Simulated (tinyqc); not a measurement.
p-n diode, drift-diffusion by the Gummel loop with Scharfetter-Gummel fluxes: two steps of the calculation.

Abrupt junction at x = 0, p side from -Lp, n side to Ln, ohmic contacts. psi is counted from the intrinsic level; n = ni exp((psi - phin)/Vt), p = ni exp((phip - psi)/Vt). Contacts: p side psi = V - Vt ln(Na/ni), p = Na, n = ni^2/Na; n side psi = Vt ln(Nd/ni), n = Nd, p = ni^2/Nd. Constant mobilities, D = mu Vt, Boltzmann statistics, SRH recombination through a mid-gap level, U = (n p - ni^2)/(tp (n + ni) + tn (p + ni)). Current is positive from the p contact to the n contact.

Values chosen for this exercise; band and dielectric values close to those of indium phosphide: temperature T = 300 K; relative permittivity eps_r = 12.7; acceptor density of the p side Na = 5.5e17 cm^-3; donor density of the n side Nd = 1.4e16 cm^-3; hole mobility mup = 130 cm^2/(V s); SRH lifetime of electrons tn = 8e-8 s; SRH lifetime of holes tp = 5e-10 s; uniform generation rate G = 0 cm^-3 s^-1; bias of the p contact V = 0.73 V.

Constants: q = 1.602176634e-19 C, kB = 1.380649e-23 J/K, Vt = kB T/q, eps0 = 8.8541878128e-14 F/cm where lengths are in cm. Results are converted to the units shown.

Question 1. Poisson equation. With phin and phip held, solve a_i (psi_(i+1) - psi_i) - a_(i-1) (psi_i - psi_(i-1)) + q w_i (p_i - n_i + C_i) = 0 for the inner nodes by Newton steps to convergence; a_i = eps0 eps_r/h_i, h_i = x_(i+1) - x_i, w_i = (h_(i-1) + h_i)/2, C = -Na or +Nd.

```
node	x (nm)	phin at the start (V)	phip at the start (V)
0	-550	0.73	0.73
1	-338	0	0.73
2	-204	0	0.73
3	-118	0	0.73
4	-63.6	0	0.73
5	-29	0	0.73
6	-7	0	0.73
7	7	0	0.73
8	32	0	0.73
9	76.5	0	0.73
10	156	0	0.73
11	297	0	0.73
12	550	0	0.73
13	1000	0	0
```

ni = 9.4471916e6 cm^-3

Find: psi; n after Poisson; p after Poisson.

Answer 1.

```
node	psi (V)	n after Poisson (cm^-3)	p after Poisson (cm^-3)
0	0.0892	1.623e-4	5.500e17
1	0.0892	2.976e8	5.500e17
2	0.0892	2.976e8	5.500e17
3	0.0892	2.976e8	5.500e17
4	0.0892	2.978e8	5.498e17
5	0.0897	3.032e8	5.400e17
6	0.0988	4.319e8	3.790e17
7	0.1660	5.813e9	2.816e16
8	0.2568	1.943e11	8.423e14
9	0.3855	2.833e13	5.779e12
10	0.5175	4.662e15	3.512e10
11	0.5446	1.333e16	1.228e10
12	0.5459	1.399e16	1.170e10
13	0.5459	1.400e16	0.006375
```

Question 2. Hole continuity. With psi and the new n held, F_i = (mup Vt/h_i) [p_(i+1) B(-d_i) - p_i B(d_i)], d_i = (psi_(i+1) - psi_i)/Vt, B(d) = d/(exp(d) - 1); solve F_i - F_(i-1) = w_i [(n_i p_i - ni^2)/den_i - G] for the new p, with den = tp (n + ni) + tn (p + ni) taken at the new n and the old p, h_i = x_(i+1) - x_i, w_i = (h_(i-1) + h_i)/2; phip = psi + Vt ln(p/ni).

```
node	x (nm)	psi (V)	new n (cm^-3)	p after Poisson (cm^-3)
0	-550	0.08919442	1.6227169e-4	5.5e17
1	-338	0.08919442	1.1626958e8	5.5000000e17
2	-204	0.08919442	1.8976640e8	5.4999999e17
3	-118	0.08919450	2.3694046e8	5.4999822e17
4	-63.6	0.08920422	2.6687699e8	5.4979143e17
5	-29	0.08966797	2.9085991e8	5.4001704e17
6	-7	0.09881860	4.2886998e8	3.7903865e17
7	7	0.16602591	5.8092425e9	2.8161150e16
8	32	0.25675399	1.9434237e11	8.4233697e14
9	76.5	0.38554833	2.8328810e13	5.7787802e12
10	156	0.51747929	4.6619968e15	3.5115069e10
11	297	0.54464117	1.3331268e16	1.2279879e10
12	550	0.54588847	1.3990244e16	1.1701467e10
13	1000	0.54590648	1.4e16	0.0063749592
```

ni = 9.4471916e6 cm^-3

Find: new p; phip after round 1.

Answer 2.

```
node	new p (cm^-3)	phip after round 1 (V)
0	5.500e17	0.7300
1	5.500e17	0.7300
2	5.500e17	0.7300
3	5.500e17	0.7300
4	5.498e17	0.7300
5	5.400e17	0.7300
6	3.790e17	0.7300
7	2.816e16	0.7300
8	8.423e14	0.7300
9	5.778e12	0.7300
10	3.430e10	0.7294
11	9.401e9	0.7231
12	4.337e9	0.7043
13	0.006375	0.0000
```

Numbers from tinyqc (`OMP_NUM_THREADS=1 python tinyqc.py 2240011 2240012 out.jsonl`; about 0.1 s on one thread of a shared Intel Xeon 2.30GHz).
